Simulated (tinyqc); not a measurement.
Pair-potential crystal by lattice sums: one step, computed by the program tinyqc.

Energy per atom E = (1/2) sum over neighbours of phi(r); d is the nearest-neighbour distance.

Task: Energy and virial pressure. E = (1/2) sum count x phi; P = -(1/(6 Omega)) sum count x r phi', Omega = 1.000000 d^3.

Inputs (values chosen for the exercise, for model atoms): pair minimum r0 = 3.8 angstrom; trial neighbour distance d/r0 = 0.962.

Potential: Morse. Structure: sc.

Shells:
```
shell  count  r (angstrom)    phi (eV)  phi' (eV/angstrom)  phi'' (eV/angstrom^2)
1          6      3.655600  -0.1047299         -0.08566460              0.7606514
2         12      5.169799  -0.0288763          0.04008693             -0.0462030
3          8      6.331685  -0.0044933          0.00847221             -0.0127434
4          6      7.311200  -0.0003672          0.00142778             -0.0034999
```

Constants: 1 eV/angstrom^3 = 160.2176634 GPa.

Give: energy at the trial distance; pressure at the trial distance.

Result:

energy at the trial distance = -0.5065 eV/atom

pressure at the trial distance = -0.6011 GPa

The pressure is negative, so the lattice wants to contract.
